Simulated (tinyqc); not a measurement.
Worked calculation: tight binding, honeycomb lattice. One step of it, computed by the program tinyqc.

Task: Bloch Hamiltonian at k. H_AB = -t1 (1 + exp(-i k.a1) + exp(-i k.a2)); H_AA = delta - 2 t2 sum cos(k.b + phi), H_BB = -delta - 2 t2 sum cos(k.b - phi), b = a1, a2 - a1, -a2.

Parameters chosen for this model:
```
parameter,value,unit
t1,2.390000,"eV, nearest"
t2,0,"eV, second neighbours"
phi,2.040000,"rad, phase of t2 (Haldane)"
delta,0,"eV, +/- on A and B"
```

k point k (fractions of the reciprocal vectors): 0.160000  -0.050000

Give: H(k) at k.

Result:

H(k) at k (eV):
```
,A,B
A,0.0000,-5.9437+1.2794i
B,-5.9437-1.2794i,0.0000
```
